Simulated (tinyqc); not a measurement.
Insulator thickness and V0 from two charges.

Problem. In an undoped wire Vg - V0 = Q/Cox + Vt ln(Q/Q0) + Vt ln(1 + Q/Q0) at the source, with Q0 = 4 eps0 eps_r Vt/R and Cox = eps0 eox/(R ln(1 + tox/R)). Find Cox, tox and V0.

Parameters, values chosen for the exercise; material values those of a made-up semiconductor:
```
symbol  value  unit                                      meaning
T         300     K                                  temperature
eps_r    9.15         relative permittivity of the semiconductor
eox      9.08        relative permittivity of the gate insulator
R           3    nm                                  wire radius
```

Constants: q = 1.602176634e-19 C, kB = 1.380649e-23 J/K, Vt = kB T/q, eps0 = 8.8541878128e-14 F/cm where lengths are in cm. Results are converted to the units shown.

Qs at Vg = 1.06 and 1.46 V (nC/cm^2): [1019.3497, 2635.7718]

Answer. The two equations are linear in 1/Cox and V0; tox follows by inverting the logarithm.

Cox = 4.559 uF/cm^2
tox = 2.400 nm
V0 = 0.7632 V

Program tinyqc, `OMP_NUM_THREADS=1 python tinyqc.py 2460062 2460063 out.jsonl`; Intel Xeon 2.30GHz, shared host, one thread, about 0.02 s.
